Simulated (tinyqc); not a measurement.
From a target wavelength to the width: optical transitions of a finite quantum well.

Problem. Which width puts the e1-hh1 edge, hc/(Eg + e1 + hh1), at the wavelength below?

Each carrier sees a square well of width L with its own depth V and masses m (inside), mb (outside); c = hbar^2/2m0, k = sqrt(m E/c), kappa = sqrt(mb (V - E)/c), and level n solves k L + 2 atan[(k/m)/(kappa/mb)] = n pi. The envelope is cos(kz) for odd n and sin(kz) for even n inside, joins exp(-kappa (|z| - L/2)) outside, and is normalised to 1. Excitons and band mixing are left out.

Constants: hbar^2/2m0 = 3.80998211 eV angstrom^2; hc = 1239.841984 eV nm.

Values chosen for the exercise (near those of a GaAs well in AlGaAs; the results hold for these values, not for the real material): Eg = 1.495 eV (gap of the well); Vc = 0.178 eV (conduction offset); Vv = 0.095 eV (valence offset); me = 0.0659 m0 (electron, well); meb = 0.0853 m0 (electron, barrier); mh = 0.349 m0 (heavy hole along z, well); mhb = 0.385 m0 (heavy hole, barrier).

edge wavelength = 820.196 nm

Find: e1 + hh1 needed; L; e1; hh1.

Solution. Both confinement energies fall steadily with L, so their sum meets the target once; bisection in L finds it.

e1 + hh1 needed = 16.6 meV
L = 164.0 angstrom
e1 = 13.5 meV
hh1 = 3.1 meV

Computed by tinyqc, a small Python program: `OMP_NUM_THREADS=1 python tinyqc.py 1251557 1251558 out.jsonl` (the numbers bound the seed that draws the inputs); one thread of a shared host (Intel(R) Xeon(R) Processor @ 2.30GHz), about 0.06 s for the whole set of steps.
